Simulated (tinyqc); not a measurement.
Inside a calculation. Model: dopants and charged point defects at anneal temperature: Fermi-level effect, clustering and pairing. Computed by tinyqc, a small Python program that keeps every step. Command: `OMP_NUM_THREADS=1 python tinyqc.py 3009971 3009972 out.jsonl pairing walk`. One thread of a shared host (Intel(R) Xeon(R) Processor @ 2.30GHz), about 0.03 s of CPU time with the checks. Intermediate numbers are printed to about 6 digits and carried at full precision; extremes and crossings named in words are read from the listed rows.

Boltzmann statistics and full ionisation of active dopants. Energies are counted from the valence band; the defect (a vacancy or self-interstitial) has five charge states, with all degeneracy factors one.

Inputs (values chosen for the exercise, for a model semiconductor): gap at 0 K E_g0 = 1.29 eV; Varshni alpha = 0.000453 eV/K; Varshni beta = 744 K; electron mass m_e = 0.298 m_0; valleys M_c = 6; hole mass m_h = 0.935 m_0; anneal temperature T = 970 K; total dopant density N = 6.4e+19 cm^-3; formation enthalpy of the neutral defect H_f = 3.22 eV; formation entropy S_f = 2.1 k_B; site density N_s = 2.5e+22 cm^-3; intrinsic dopant diffusivity D_i = 7.7e-13 cm^2/s; anneal time t = 300 s; dopant atoms per cluster k = 3; cluster binding energy E_b = 1.49 eV.

Dopant: donor. Second part: clustering of the dopant.

defect levels as fractions of E_g(T): (2+/+), (+/0), (0/-), (-/2-): [0.18, 0.19, 0.57, 0.61]

Constants: m_0 = 9.1093837015e-31 kg; k_B = 1.380649e-23 J/K; h = 6.62607015e-34 J s; k_B = 8.617333262e-05 eV/K.

## The host at the anneal temperature

E_g = E_g0 - alpha T^2/(T + beta). N_c = 2 M_c (2 pi m_e k_B T/h^2)^(3/2) and N_v = 2 (2 pi m_h k_B T/h^2)^(3/2), masses in units of m_0. n_i = sqrt(N_c N_v) exp(-E_g/2 k_B T); E_i = E_g/2 + (k_B T/2) ln(N_v/N_c).

E_g = 1.04133 eV

k_B T = 0.0835881 eV

n_i = 2.70218e+17 cm^-3

E_i = 0.517462 eV

effective density of states N_b of the majority band = 1.42404e+20 cm^-3

## Active and clustered dopant

n = A/2 + sqrt(A^2/4 + n_i^2) for an active density A. k ionised dopants and k carriers form one neutral cluster: C = N_s (A/N_s)^k (n/N_b)^k exp(E_b/k_B T), N_b the effective density of states of the majority band, and N = A + k C (60 bisections in ln A between ln N - 90 and ln N).

active density A = 2.71640e+19 cm^-3

clusters C = 1.22787e+19 cm^-3

active share = 0.424437

58 % of the dopant is lost to clusters.

## Carrier density and Fermi level

chi = n/n_i (for acceptors n_i/p); E_F = E_i + k_B T ln chi; field enhancement h = 1 + A/sqrt(A^2 + 4 n_i^2).

n = 2.71666e+19 cm^-3

chi = 100.536

E_F = 0.902847 eV

field enhancement h = 1.99980

The doping is 101 n_i: extrinsic conditions.

## Charged defects

C_0 = N_s exp(S_f/k_B) exp(-H_f/k_B T). Ratios to the neutral state at E_F = E_i: r_+ = exp((E(+/0) - E_i)/k_B T), r_2+ = r_+ exp((E(2+/+) - E_i)/k_B T), r_- = exp((E_i - E(0/-))/k_B T), r_2- = r_- exp((E_i - E(-/2-))/k_B T); at other E_F state q scales as chi^(-q). The enhancement is sum r_q chi^(-q)/sum r_q. The charge on the defects is left out of neutrality.

neutral defects C_0 = 3.80166e+06 cm^-3

Charge states:
```
state      ratio r  intrinsic (cm^-3)  doped (cm^-3)
2+     4.21435e-04        1.60215e+03    1.58511e-01
+      2.18483e-02        8.30597e+04    8.26167e+02
0      1.00000e+00        3.80166e+06    3.80166e+06
-      4.02389e-01        1.52974e+06    1.53795e+08
2-     9.83732e-02        3.73981e+05    3.78003e+09
```

all defects, doped = 3.93762e+09 cm^-3

enhancement over intrinsic = 680.068

mean charge = -1.95901 e

Doping leaves the neutral state alone and multiplies the total by 680; the most common state is 2- (in intrinsic material 0).

## Dopant diffusivity

If every charge state of the defect carries the dopant equally well, D = D_i x enhancement x h x (active share A/N, a rough stand-in that overstates the dA/dN which immobile clusters call for), D_i being an input held fixed when T or H_f is moved; diffusion length 2 sqrt(D t).

effective diffusivity D = 4.44471e-10 cm^2/s

D/D_i = 577.234

diffusion length = 7303.18 nm

Caution: so large an enhancement assumes that highly charged defects carry the dopant as well as neutral ones; measured enhancements are far smaller.

## Against doping

chi = n/n_i; h = 1 + A/sqrt(A^2 + 4 n_i^2); the dopant diffusivity over its intrinsic value is D/D_i = enhancement x h x A/N, if every charge state carries the dopant equally well.

Trend at the anneal temperature:
```
N (cm^-3)  active A (cm^-3)      chi  defect enhancement  mean charge        D/D_i
8.10e+15        8.10000e+15    1.015         1.00573e+00     -0.38443  1.02081e+00
2.70e+16        2.70000e+16    1.051         1.01959e+00     -0.39853  1.07046e+00
9.10e+16        9.10000e+16    1.182         1.07163e+00     -0.44838  1.24957e+00
3.00e+17        3.00000e+17    1.699         1.30038e+00     -0.62523  1.93151e+00
1.00e+18        1.00000e+18    3.954         2.71443e+00     -1.12737  5.10244e+00
3.40e+18        3.39986e+18   12.661         1.43565e+01     -1.67530  2.85338e+01
1.10e+19        1.08502e+19   40.178         1.15540e+02     -1.89675  2.27792e+02
3.80e+19        2.33058e+19   86.260         5.04049e+02     -1.95218  6.18194e+02
1.30e+20        3.19773e+19  118.347         9.36585e+02     -1.96521  4.60727e+02
```

Well below n_i = 2.70e17 cm^-3 chi and the enhancement are near 1. At any doping d ln(enhancement)/d ln chi equals minus the mean charge, which goes from -0.38 to -1.97 over the rows. Clustering bends A over: its exponent in N falls to 0.26, towards 1/(2k) = 0.167, and D/D_i peaks at N = 3.8e19 cm^-3.

## Activation against anneal temperature

The formulas are those given above.

Equilibrium activation:
```
T (K)  n_i (cm^-3)  active A (cm^-3)  clusters C (cm^-3)  active share
580    4.98144e+14       2.72744e+18         2.04242e+19      0.042616
680    4.67978e+15       6.31720e+18         1.92276e+19      0.098706
780    2.57992e+16       1.18542e+19         1.73819e+19      0.185221
870    8.80928e+16       1.84356e+19         1.51881e+19      0.288056
970    2.70218e+17       2.71640e+19         1.22787e+19      0.424437
1070   6.85713e+17       3.67090e+19         9.09698e+18      0.573579
1160   1.40149e+18       4.51688e+19         6.27705e+18      0.705763
```

The active share goes from 0.0426 at 580 K to 0.706 at 1160 K, so a layer activated by a hot, short anneal is metastable and deactivates in later, cooler steps if the dopant can move. Over the first three rows, where most dopant is clustered, a fit of ln A rises with slope 0.286 eV against -1/k_B T, near E_b/(2k) = 0.248 eV plus 0.75 k_B T.

Checks made by the program: conservation of the dopant (relative difference below 1e-10); ratios against Boltzmann factors of formation energies at E_F (relative difference below 1e-10).
